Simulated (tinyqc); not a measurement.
Changing the temperature of use T: self-consistent Fermi level with native defects, at growth and after a quench. Computed by tinyqc, a small Python program. Command: `OMP_NUM_THREADS=1 python tinyqc.py 3007142 3007143 out.jsonl scfermi sweep`. One thread of a shared host (Intel(R) Xeon(R) Processor @ 2.30GHz), about 0.07 s of CPU time with the checks.

Energies are counted from the top of the valence band (VBM); when the gap shrinks with temperature the conduction band moves and the levels stay. The added dopant is taken as fully ionised. D and A draw on one reservoir with opposite signs, as the two vacancies of a compound do.

Inputs (values chosen for the exercise, with bands modelled on CdS):

| quantity | value | unit |
|---|---|---|
| gap E_g at 300 K | 2.53 | eV |
| slope -dE_g/dT above 300 K | 0.00029 | eV/K |
| electron mass m_e | 0.2 | m_0 |
| valleys M_c | 1 | - |
| hole mass m_h | 0.781 | m_0 |
| E_f of the neutral native donor D | 2.317 | eV |
| E_f of the neutral native acceptor A | 3.439 | eV |
| shift s of the chemical potential | 0.02 | eV |
| site density N_s | 1.7e+22 | cm^-3 |
| dopant density N_X | 1.6e+16 | cm^-3 |
| growth temperature T_g | 1390 | K |

Added shallow dopant: donor.

levels of D above the VBM, most positive state first (eV): 1.37  2.13

levels of A above the VBM, (0/-1) first (eV): 0.246  0.821

Constants: m_0 = 9.1093837015e-31 kg; k_B = 1.380649e-23 J/K; h = 6.62607015e-34 J s; k_B = 8.617333262e-05 eV/K.

Method:
- E_f(D, 0) = input + s and E_f(A, 0) = input - s; E_f(q, E_F = 0) follows from the levels, eps(q/q-1) = E_f(q - 1) - E_f(q) at E_F = 0.
- E_g(T) = E_g - slope x max(0, T - 300 K).
- N_c = 2 M_c (2 pi m_e k_B T/h^2)^(3/2) and N_v = 2 (2 pi m_h k_B T/h^2)^(3/2), masses in units of m_0.
- At growth T = T_g.
- n = N_c F_1/2((E_F - E_g)/k_B T), p = N_v F_1/2(-E_F/k_B T).
- F_1/2(eta) = (2/sqrt(pi)) int_0^infinity sqrt(x)/(1 + exp(x - eta)) dx, by the trapezoid rule in t = sqrt(x) with step 0.02 up to t = 12 (for eta < -12 by exp(eta) - exp(2 eta)/2^(3/2)).
- In equilibrium c_q = N_s exp(-(E_f(q, 0) + q E_F)/k_B T).
- Net charge = p - n + sum q c_q + N_X; the log ratio is ln(positive charge/negative charge).
- E_F is the root of the log ratio, by 50 bisections between -0.5 eV and E_g + 0.5 eV.
- After a quench the totals of D and A stay as grown, and each is shared among its charge states with weights exp(-(E_f(q, 0) + q E_F)/k_B T).

One run for each value:

| temperature of use T (K) | E_F after the quench (eV) | n after the quench (cm^-3) | p after the quench (cm^-3) | total D (cm^-3) | total A (cm^-3) |
|---|---|---|---|---|---|
| 150 | 2.1250 | 1.9660e+04 | 2.4476e-53 | 3.5468e+16 | 1.8547e+16 |
| 210 | 2.1231 | 2.2522e+08 | 1.1351e-32 | 3.5468e+16 | 1.8547e+16 |
| 280 | 2.1207 | 8.7076e+10 | 1.0517e-19 | 3.5468e+16 | 1.8547e+16 |
| 340 | 2.1188 | 3.2262e+12 | 8.2055e-13 | 3.5468e+16 | 1.8547e+16 |
| 410 | 2.1161 | 7.2378e+13 | 2.6918e-07 | 3.5468e+16 | 1.8547e+16 |
| 470 | 2.1121 | 4.9130e+14 | 7.6358e-04 | 3.5468e+16 | 1.8547e+16 |
| 540 | 2.0992 | 2.3057e+15 | 1.0713e+00 | 3.5468e+16 | 1.8547e+16 |
| 600 | 2.0755 | 5.2010e+15 | 1.8040e+02 | 3.5468e+16 | 1.8547e+16 |

Describe and explain the trends.

Over the rows, E_F after the quench (eV) falls from 2.13 to 2.08 (exponent d ln y / d ln x -0.0028 between the first rows and -0.11 between the last). The frozen totals stay; only their charge states and the carriers answer to T. Densities far below 1 cm^-3 are nominal.

Caution (rows 150, 210): in a wide-gap host the dopant, above all an acceptor, may be only partly ionised at the temperature of use; the carrier density is then overstated.
